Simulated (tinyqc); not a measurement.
Interband optics of a two-band s-p chain from momentum matrix elements: one step. Dielectric function from the table. Three cases, with inputs chosen for the exercise.

Task: Take the mean over the rows. Also eps(0) at eta = 0, and the effective electrons per cell n_eff = 2 mean(f).

With w(k) = |<c|W|v>|^2 and D(k) = Ec - Ev, on the mesh k_j = (j + 1/2)/N (2 pi/a): eps(E) = 1 + (8 pi e2/(a Ar)) mean_j (w/D^2) [1/(D - E - i eta) + 1/(D + E + i eta)], e2 = e^2/(4 pi eps0); light polarised along the chains, no local fields.

Constants: e^2/(4 pi eps0) = 14.39964547 eV angstrom; hbar^2/2m0 = 3.80998211 eV angstrom^2.

Give: eps(E); eps(0); n_eff.

Case 1.

Values chosen: a = 3.28 angstrom (period); Ar = 13.9 angstrom^2 (cross-section per chain); eta = 0.1 eV (Lorentzian half width); E = 5.99 eV (photon energy).

Transitions:
```
k (2 pi/a)    D (eV)  w (eV^2 angstrom^2)        f
0.041667    3.195516             19.88579  1.63335
0.125000    4.073557              4.36112  0.28100
0.208333    5.046936              0.08143  0.00423
0.291667    5.682292              5.17480  0.23903
0.375000    5.934470             14.85577  0.65704
0.458333    5.970952             22.96891  1.00966
```

Result:

eps(E) = -4.213+12.731i
eps(0) = 3.333
n_eff = 1.275

On a mesh of 2000 points the values are -4.145+12.627i, 3.345 and 1.276. n_eff need not equal the 2 electrons of the cell: a two-orbital basis with chosen hoppings does not obey the sum rule of free electrons. E lies within, or within 2 eta of, the range of transitions of the band (3.05 to 5.97 eV); their spacing on this mesh (up to 0.97 eV) exceeds eta, so eps(E) depends on where the few mesh points fall.

Case 2.

Values chosen: a = 3.07 angstrom (period); Ar = 8.6 angstrom^2 (cross-section per chain); eta = 0.15 eV (Lorentzian half width); E = 4.69 eV (photon energy).

Transitions:
```
k (2 pi/a)    D (eV)  w (eV^2 angstrom^2)        f
0.083333    3.536811             13.01200  0.96563
0.250000    6.074241              3.67772  0.15891
0.416667    6.442326             31.32286  1.27613
```

Result:

eps(E) = 0.155+0.714i
eps(0) = 4.908
n_eff = 1.600

On a mesh of 2000 points the values are -0.422+0.930i, 8.129 and 1.920. n_eff need not equal the 2 electrons of the cell: a two-orbital basis with chosen hoppings does not obey the sum rule of free electrons. E lies within, or within 2 eta of, the range of transitions of the band (2.64 to 6.50 eV); their spacing on this mesh (up to 2.54 eV) exceeds eta, so eps(E) depends on where the few mesh points fall.

Case 3.

Values chosen: a = 2.74 angstrom (period); Ar = 8.2 angstrom^2 (cross-section per chain); eta = 0.3 eV (Lorentzian half width); E = 4.33 eV (photon energy).

Transitions:
```
k (2 pi/a)    D (eV)  w (eV^2 angstrom^2)        f
0.062500    6.200809             20.38366  0.86280
0.187500    7.405567              1.39914  0.04959
0.312500    8.048029              5.25205  0.17128
0.437500    7.900580             22.74574  0.75565
```

Result:

eps(E) = 2.998+0.213i
eps(0) = 2.169
n_eff = 0.920

On a mesh of 2000 points the values are 3.028+0.224i, 2.176 and 0.921. n_eff need not equal the 2 electrons of the cell: a two-orbital basis with chosen hoppings does not obey the sum rule of free electrons.

Computed by tinyqc, one run a case: `OMP_NUM_THREADS=1 python tinyqc.py N N+1 out.jsonl` with N = 1650705, 1650898, 1651118; one thread of a shared Intel(R) Xeon(R) Processor @ 2.30GHz, about 0.01 s a run at most.
